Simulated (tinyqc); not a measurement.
Inside a calculation. Method: FCI on RHF in the sto-3g basis, for H3+, spin multiplicity 1. One step of it, computed by the program tinyqc.

Problem. Orthogonalisation. S = U s U^T; canonical form X = U s^(-1/2), so that X^T S X = 1. Each column of U has its largest component positive (the first on a tie).

overlap S, order 1H 1s, 2H 1s, 3H 1s:
$$\begin{pmatrix}
1.000000 & 0.585522 & 0.585715 \\
0.585522 & 1.000000 & 0.312484 \\
0.585715 & 0.312484 & 1.000000
\end{pmatrix}$$

Give: eigenvalues of S; X.

Solution.

eigenvalues of S: [0.3134, 0.6875, 1.9990]

X, order 1H 1s, 2H 1s, 3H 1s:
$$\begin{pmatrix}
1.3751 & -0.0002 & 0.4514 \\
-0.8057 & 0.8530 & 0.3850 \\
-0.8064 & -0.8526 & 0.3851
\end{pmatrix}$$
